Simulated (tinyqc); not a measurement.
Conductance against temperature: phonon transmission through an interface between two chains by Green functions. Computed by tinyqc, a small Python program. Command: `OMP_NUM_THREADS=1 python tinyqc.py 3008359 3008360 out.jsonl agf walk`. One thread of a shared host (Intel(R) Xeon(R) Processor @ 2.30GHz), about 0.01 s of CPU time with the checks.

Two semi-infinite chains (masses m_1, m_2; springs k_1, k_2), motion along the chain. The central region holds the end atom of each chain and two interlayer atoms of mass m_b, joined by springs k_b. lambda = omega^2 in eV/(angstrom^2 u); nu = 15.6333042 THz x sqrt(lambda).

Inputs (values chosen for the exercise, for two model chains):
```
quantity,value,unit
mass m_1,48.6,u
spring k_1,2.77,eV/angstrom^2
mass m_2,24,u
spring k_2,1.32,eV/angstrom^2
junction spring k_b,1.58,eV/angstrom^2
interlayer mass m_b,17.4,u
probe frequency / lower band top,0.49,-
```

Atoms in the interlayer: two.

Constants: nu for 1 eV/(angstrom^2 u) = 15.6333042 THz; h x 1 THz = 4.135667696 meV; k_B = 8.617333262e-05 eV/K; k_B = 1.380649e-23 J/K; h = 6.62607015e-34 J s.

Method:
- nu_max = 15.6333042 THz x 2 sqrt(k/m); impedance Z = sqrt(k m); long-wave transmission 4 Z_1 Z_2/(Z_1 + Z_2)^2; the probe frequency is the given share of the lower band top.
- In chain i, sin(q_i a/2) = nu/nu_max,i. An outgoing wave makes the next atom move as exp(i q_i a) times the end atom, so the lead adds the self-energy Sigma_i = -k_i exp(i q_i a) to the force-constant matrix; Gamma_i = -2 Im Sigma_i = 2 k_i sin(q_i a).
- A = lambda M - K - Sigma over the central atoms, with K_ii the sum of the springs at i, K_(i,i+1) = -k_b; G = inverse of A; transmission = Gamma_1 Gamma_2 |G_(first,last)|^2.
- Landauer conductance G = k_B int tau(nu) x^2 e^x/(e^x - 1)^2 d nu, x = h nu/(k_B T), from 0 to the lower band top (240 Gauss-Legendre points in s from 0 to 1, nu = nu_top sin(pi s/2)); tau is the transmission, and its thermal mean is G over the value for tau = 1 in the same window; the quantum is g_0 = pi^2 k_B^2 T/(3 h).

band top of chain 1 = 7.46453 THz

band top of chain 2 = 7.33267 THz

Conductance:
```
T (K),G (pW/K),mean transmission,G/g_0,G for transmission 1 (pW/K)
1,0.83265,0.87978,0.87978,0.94643
5,4.1613,0.87937,0.87937,4.7322
20,16.476,0.87043,0.87042,18.929
50,38.841,0.83542,0.82078,46.493
100,61.487,0.80946,0.64967,75.960
200,74.457,0.79825,0.39336,93.275
400,78.782,0.79488,0.20810,99.111
800,79.953,0.79399,0.10560,100.70
```

At 1 K G/g_0 = 0.880; as T goes to 0 it tends to the long-wave transmission, where only the impedances count. Towards high T all modes count more and more alike; at 800 K G is 80.0 pW/K and the mean transmission is 0.794, which is at least 0.7 of the low-T value.

Extremes, crossings and ranges named in words are read from the listed rows.
